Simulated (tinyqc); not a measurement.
Length of a molecular wire: coherent transport through a tight-binding bridge. Computed by the program tinyqc. T = Gamma_L Gamma_R |G_1n|^2 with the self-energies of semi-infinite chains.

A uniform bridge between two chains:
```
parameter,value
site energy (eV),2.150000
hopping in the bridge (eV),1.010000
lead hopping (eV),2.880000
couplings (eV),"0.75, 0.89"
E (eV),-0.090000
```

Transmission against length:
```
sites,T,ln T
2,1.3257e-02,-4.323
3,4.8567e-03,-5.327
4,1.8674e-03,-6.283
5,7.3151e-04,-7.220
6,2.8864e-04,-8.150
7,1.1422e-04,-9.077
8,4.5252e-05,-10.003
10,7.1101e-06,-11.854
```

Estimate the missing row, sites = 9.

Computed row:
```
sites           T     ln T
9      1.7936e-05  -10.929
```

E lies outside the band of the bridge (|E - e|/2h = 1.109 > 1), so T decays as exp(-beta n) with beta = 2 arccosh(1.109) = 0.9252 a site; the last two rows give 0.9253.
